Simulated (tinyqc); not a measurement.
Free and trapped electrons in a MOS channel with a dense trap tail: one step of the calculation.

p-type body, charge-sheet picture, full ionisation (an idealisation for deep acceptors), Boltzmann statistics for free electrons. e = Ec - EF at the surface. Acceptor-like traps of density D(E) = D0 + De exp(-E/Ew) at depth E below Ec, from 0 to Eu, hold n_t = integral of D(E)/(1 + exp((e - E)/Vt)). psi = Eg - Vt ln(Nv/Na) - e; N_dep = sqrt(2 eps0 eps_r Na (psi - Vt)/q); n_f = sqrt(N_dep^2 + 2 eps0 eps_r Vt Nc exp(-e/Vt)/q) - N_dep; Vg = Vfb + psi + q (N_dep + n_t + n_f)/Cox, Cox = eps0 eox/tox.

Task. Trapped charge. Trapezoid rule on 12 equal steps from 0 to Eu, f = 1/(1 + exp((e - E)/Vt)).

Inputs (values chosen for the exercise); band and dielectric values close to those of 4H silicon carbide:
- T = 475 K (temperature)
- D0 = 1.3e11 cm^-2 eV^-1 (constant background density of acceptor-like traps)
- De = 4.1e12 cm^-2 eV^-1 (density of the tail at the conduction edge)
- Ew = 0.08 eV (decay energy of the tail)
- Eu = 0.93 eV (depth below Ec down to which the traps reach)
- e = 0.242 eV (Ec - EF at the surface)

Constants: q = 1.602176634e-19 C, kB = 1.380649e-23 J/K, Vt = kB T/q. Results are converted to the units shown.

Wanted: E; D(E) f; n_t.

Result.

| point | E (eV) | D(E) f (cm^-2 eV^-1) |
|---|---|---|
| 0 | 0 | 1.1416e10 |
| 1 | 0.077500 | 2.9772e10 |
| 2 | 0.15500 | 7.6856e10 |
| 3 | 0.23250 | 1.5664e11 |
| 4 | 0.31000 | 1.8077e11 |
| 5 | 0.38750 | 1.5779e11 |
| 6 | 0.46500 | 1.4165e11 |
| 7 | 0.54250 | 1.3457e11 |
| 8 | 0.62000 | 1.3175e11 |
| 9 | 0.69750 | 1.3067e11 |
| 10 | 0.77500 | 1.3025e11 |
| 11 | 0.85250 | 1.3010e11 |
| 12 | 0.93000 | 1.3004e11 |

n_t = 1.1404e11 cm^-2

tinyqc, about 0.02 s, one thread, Intel Xeon 2.30GHz (shared host): `OMP_NUM_THREADS=1 python tinyqc.py 2222191 2222192 out.jsonl`
